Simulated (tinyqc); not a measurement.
# Undoped symmetric double-gate MOSFET, analytic potential model: effect of the temperature

An undoped body of thickness ts between two equal insulators and tied gates; long channel, electrons only, n = ni exp((psi - V)/Vt) with V the quasi-Fermi potential (0 at the source, Vd at the drain), constant mobility, no quantisation. Across the body psi(x) = V - 2 Vt ln[(ts/(2 beta)) sqrt(q ni/(2 eps0 eps_r Vt)) cos(2 beta x/ts)], x from the centre. Q is the electron charge per area of the whole body.

Nc and Nv are given at 250 K and scale as (T/250 K)^1.5; Eg and mu are held fixed. ni = sqrt(Nc Nv) exp(-Eg/(2 Vt)), Eg in volts; r = eps_r tox/(eox ts); V0 = dphi + 2 Vt ln[(2/ts) sqrt(2 eps0 eps_r Vt/(q ni))]. beta (between 0 and pi/2) solves (Vg - V0 - V)/(2 Vt) = ln(beta) - ln(cos beta) + 2 r beta tan(beta). Q = 8 eps0 eps_r Vt beta tan(beta)/ts; I = mu (1/L)(4 eps0 eps_r/ts)(2 Vt)^2 [g(beta_s) - g(beta_d)] per width, g = beta tan(beta) - beta^2/2 + r beta^2 tan^2(beta), with beta_s at V = 0 and beta_d at V = Vd.  I(low) is taken at Vg = 0.18 V, Qs and I(high) at Vg = 0.93 V.

Inputs (values chosen for the exercise); material values close to those of In0.53Ga0.47As: band gap Eg = 0.735 eV; relative permittivity of the semiconductor eps_r = 14; conduction-band density of states at the reference temperature Nc = 1.62e17 cm^-3; valence-band density of states at the reference temperature Nv = 5.78e18 cm^-3; relative permittivity of the gate insulator eox = 22; insulator thickness tox = 10 nm; body thickness ts = 25 nm; gate work function less that of the intrinsic body dphi = 0.1 V; channel mobility mu = 120 cm^2/(V s); gate length L = 0.1 um; drain voltage Vd = 0.3 V.

Constants: q = 1.602176634e-19 C, kB = 1.380649e-23 J/K, Vt = kB T/q, eps0 = 8.8541878128e-14 F/cm where lengths are in cm. Results are converted to the units shown.

Result of one run:
```
T (K),V0 (V),I(low) (nA/um),Qs(high) (nC/cm^2),I(high) (uA/um)
250,0.4349,0.01604,1453,340.9
```

What becomes of these results when the temperature T is changed from 250 to 430 K, all else the same?

Result of the changed run:
```
T (K),V0 (V),I(low) (nA/um),Qs(high) (nC/cm^2),I(high) (uA/um)
430,0.4014,16.56,1404,339.2
```

The whole series:
```
T (K),V0 (V),I(low) (nA/um),Qs(high) (nC/cm^2),I(high) (uA/um)
220,0.4400,0.001888,1469,343.8
250,0.4349,0.01604,1453,340.9
280,0.4297,0.08895,1439,339.0
310,0.4242,0.3634,1428,337.8
340,0.4187,1.183,1419,337.3
370,0.4130,3.237,1412,337.5
400,0.4073,7.731,1408,338.1
430,0.4014,16.56,1404,339.2
```

As T goes from 220 to 430 K, I(low) rises from 0.00189 to 16.6 nA/um and I(high) goes from 344 through a minimum of 337 (at T = 340 K among the rows listed) to 339 uA/um. V0 falls from 0.440 to 0.401 V. In every row the surface density at the source at the higher gate voltage passes 0.3 Nc, where Boltzmann statistics fail. In every row mu V/L at the higher gate voltage, with V the smaller of Vd and Vg - V0, passes 3e6 cm/s, so velocity saturation would lower the current. In every row the mobility is held fixed, though a real one changes with T. In every row L is under three scale lengths of this cross-section, so short-channel effects, left out here, would raise the subthreshold current.

Computed by the program tinyqc: `OMP_NUM_THREADS=1 python tinyqc.py 2440059 2440060 out.jsonl`, one thread of a shared Intel Xeon 2.30GHz, about 0.01 s for the whole run.
